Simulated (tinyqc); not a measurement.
Three-level Kane dispersion of a narrow-gap semiconductor: one step. The three bands at one k. Three cases, with inputs chosen for the exercise.

Question. Expand the equation into E^3 + a2 E^2 + a1 E + a0 = 0 and give its roots; compare with the two-level form (Dso to infinity) E = Eg/2 +/- sqrt(Eg^2/4 + (2/3) P^2 k^2).

Zero of energy at Gamma8, c = hbar^2/2m0, P^2 = Ep c. The free-electron term and remote bands are left out, so the heavy holes are flat at E = 0 and the other three bands obey E (E - Eg)(E + Dso) = P^2 k^2 (E + 2 Dso/3). The conduction band is the highest root; its edge is Ec = max(Eg, 0).

Constants: hbar^2/2m0 = 3.80998211 eV angstrom^2.

Give: P^2 k^2; a2, a1, a0; roots; two-level form.

Case 1.

Values chosen (near those of HgTe; not measured data): Eg = -0.31 eV (E(Gamma6) - E(Gamma8)); Dso = 1.07 eV (spin-orbit splitting); Ep = 17.9 eV (Kane energy); k = 0.028 1/angstrom (wave vector).

Answer.

P^2 k^2 = 0.053468 eV^2

a2, a1, a0: 1.380000  0.278232  -0.038140

roots (eV): -1.0937  -0.3784  0.0922

two-level form (eV): -0.3993  0.0893

The two-level form misses the highest root by -2.9 meV. The order is inverted: the band that would be the light hole curves upward from Gamma8 and touches the heavy holes, so there is no gap.

Case 2.

Values chosen (near those of InSb; not measured data): Eg = 0.228 eV (E(Gamma6) - E(Gamma8)); Dso = 0.82 eV (spin-orbit splitting); Ep = 24.3 eV (Kane energy); k = 0.033 1/angstrom (wave vector).

Answer.

P^2 k^2 = 0.100822 eV^2

a2, a1, a0: 0.592000  -0.287782  -0.055116

roots (eV): -0.8535  -0.1550  0.4165

two-level form (eV): -0.1692  0.3972

The two-level form misses the highest root by -19.3 meV. The order is normal: Gamma6 forms the conduction band.

Case 3.

Values chosen (a narrow-gap II-VI alloy; not measured data): Eg = 0.206 eV (E(Gamma6) - E(Gamma8)); Dso = 0.98 eV (spin-orbit splitting); Ep = 19.3 eV (Kane energy); k = 0.036 1/angstrom (wave vector).

Answer.

P^2 k^2 = 0.095298 eV^2

a2, a1, a0: 0.774000  -0.297178  -0.062262

roots (eV): -1.0076  -0.1578  0.3915

two-level form (eV): -0.1693  0.3753

The two-level form misses the highest root by -16.2 meV. The order is normal: Gamma6 forms the conduction band.

Computed by tinyqc, one run a case: `OMP_NUM_THREADS=1 python tinyqc.py N N+1 out.jsonl` with N = 1050912, 1051048, 1051053; one thread of a shared Intel(R) Xeon(R) Processor @ 2.30GHz, about 0.01 s a run at most.
